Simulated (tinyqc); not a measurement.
Inside a calculation. Method: ROHF in the sto-3g basis, for BeH, spin multiplicity 2. One step of it, computed by the program tinyqc.

Problem. Iteration 3: diagonalisation and new density. Diagonalise F' = X^T F X, C = X C', fill 3 alpha and 2 beta electrons from the bottom; D(s) = C_occ C_occ^T. Each column has its largest component positive (the first on a tie).

extrapolated F (hartree), order 1Be 1s, 1Be 2s, 1Be 2px, 1Be 2py, 1Be 2pz, 2H 1s:
```
[[-4.607880, -1.306823, 0.000000, 0.000000, 0.016793, -0.021168],
 [-1.306823, -0.523821, 0.000000, 0.000000, -0.005204, -0.114622],
 [0.000000, 0.000000, 0.173744, -0.009899, 0.000000, 0.000000],
 [0.000000, 0.000000, -0.009899, 0.190262, 0.000000, 0.000000],
 [0.016793, -0.005204, 0.000000, 0.000000, 0.033956, -0.127202],
 [-0.021168, -0.114622, 0.000000, 0.000000, -0.127202, 0.007598]]
```

X, order 1Be 1s, 1Be 2s, 1Be 2px, 1Be 2py, 1Be 2pz, 2H 1s:
```
[[1.026770, -0.136536, 0.000000, 0.000000, -0.001421, 0.009927],
 [-0.136536, 1.031974, 0.000000, 0.000000, 0.007654, -0.060294],
 [0.000000, 0.000000, 1.000000, 0.000000, 0.000000, 0.000000],
 [0.000000, 0.000000, 0.000000, 1.000000, 0.000000, 0.000000],
 [-0.001421, 0.007654, 0.000000, 0.000000, 1.010841, -0.085954],
 [0.009927, -0.060294, 0.000000, 0.000000, -0.085954, 1.015982]]
```

Give: F' = X^T F X; orbital energies; coefficients C; D(alpha) after iteration 3; D(beta) after iteration 3.

Solution.

F' = X^T F X (hartree):
```
[[-4.5014, -0.6899, 0.0000, 0.0000, 0.0141, 0.0241],
 [-0.6899, -0.2615, 0.0000, 0.0000, 0.0086, -0.1044],
 [0.0000, 0.0000, 0.1737, -0.0099, 0.0000, 0.0000],
 [0.0000, 0.0000, -0.0099, 0.1903, 0.0000, 0.0000],
 [0.0141, 0.0086, 0.0000, 0.0000, 0.0569, -0.1360],
 [0.0241, -0.1044, 0.0000, 0.0000, -0.1360, 0.0430]]
```

orbital energies (hartree): [-4.6109, -0.2106, -0.0458, 0.1691, 0.1949, 0.2043]

coefficients C, order 1Be 1s, 1Be 2s, 1Be 2px, 1Be 2py, 1Be 2pz, 2H 1s:
```
[[0.9927, -0.2453, 0.1483, 0.0000, 0.0000, 0.0736],
 [0.0269, 0.8572, -0.5217, 0.0000, 0.0000, -0.2823],
 [0.0000, 0.0000, 0.0000, 0.9057, -0.4239, 0.0000],
 [0.0000, 0.0000, 0.0000, 0.4239, 0.9057, 0.0000],
 [-0.0034, 0.1909, 0.6715, 0.0000, 0.0000, -0.7361],
 [-0.0011, 0.4143, 0.4919, 0.0000, 0.0000, 0.7935]]
```

D(alpha) after iteration 3, order 1Be 1s, 1Be 2s, 1Be 2px, 1Be 2py, 1Be 2pz, 2H 1s:
```
[[1.0676, -0.2609, 0.0000, 0.0000, 0.0494, -0.0298],
 [-0.2609, 1.0076, 0.0000, 0.0000, -0.1868, 0.0985],
 [0.0000, 0.0000, 0.0000, 0.0000, 0.0000, 0.0000],
 [0.0000, 0.0000, 0.0000, 0.0000, 0.0000, 0.0000],
 [0.0494, -0.1868, 0.0000, 0.0000, 0.4874, 0.4094],
 [-0.0298, 0.0985, 0.0000, 0.0000, 0.4094, 0.4136]]
```

D(beta) after iteration 3, order 1Be 1s, 1Be 2s, 1Be 2px, 1Be 2py, 1Be 2pz, 2H 1s:
```
[[1.0456, -0.1836, 0.0000, 0.0000, -0.0502, -0.1027],
 [-0.1836, 0.7355, 0.0000, 0.0000, 0.1635, 0.3551],
 [0.0000, 0.0000, 0.0000, 0.0000, 0.0000, 0.0000],
 [0.0000, 0.0000, 0.0000, 0.0000, 0.0000, 0.0000],
 [-0.0502, 0.1635, 0.0000, 0.0000, 0.0365, 0.0791],
 [-0.1027, 0.3551, 0.0000, 0.0000, 0.0791, 0.1717]]
```
